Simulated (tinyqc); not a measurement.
Resistance of a tapered via with liner, size effect and interface: one step of the calculation.

A round via whose diameter grows from db at the bottom as D(z) = db + 2 z/tan(ang). The fill, of diameter D - 2 tl, starts above the bottom liner (thickness fb tl) and has rho = rho0 (1 + ks lam/(D - 2 tl)); the sidewall liner conducts in parallel with it. The bottom liner and the interface are crossed over the full area pi db^2/4. Spreading in the lines above and below is left out.

Problem. Total resistance. R_fill = sum of the slices; R_bottom = rl fb tl/(pi db^2/4); R_interface = ri/(pi db^2/4); ballistic (Sharvin) limit 1/(Sb pi (db - 2 tl)^2/4); ideal cylinder rho0 hv/(pi db^2/4).

Values chosen for this exercise; fill metal close to copper:
```
symbol,value,unit,meaning
db,18,nm,diameter at the bottom
hv,54,nm,height
rho0,1.66,uohm cm,bulk resistivity of the fill
tl,2.1,nm,liner on the sidewall
fb,0.7,,liner at the bottom over that on the sidewall
rl,310,uohm cm,resistivity of the liner
ri,6.1e-13,ohm cm^2,interface resistivity at the bottom
Sb,1.1e15,S/m^2,"ballistic conductance per area, about 3/(4 rho0 lam)"
```

| slice | slice resistance (ohm) |
|---|---|
| 0 | 3.6398712 |
| 1 | 3.4325515 |
| 2 | 3.2412611 |
| 3 | 3.0644579 |
| 4 | 2.9007758 |
| 5 | 2.7490014 |

Find: parts; R; shares; ballistic limit; ideal cylinder.

Solution.

parts (ohm): fill 19.03, bottom liner 17.91, interface 0.2397
R = 37.18 ohm
shares (%): fill 51.18, bottom liner 48.17, interface 0.64
ballistic limit = 6.078 ohm
ideal cylinder = 3.523 ohm

The fill is the largest part, and R is 10.6 times the ideal cylinder. With 2000 slices R = 37.179 ohm.

Computed by the program tinyqc: `OMP_NUM_THREADS=1 python tinyqc.py 2750025 2750026 out.jsonl`, one thread of a shared Intel Xeon 2.30GHz, about 0.01 s for the whole run.
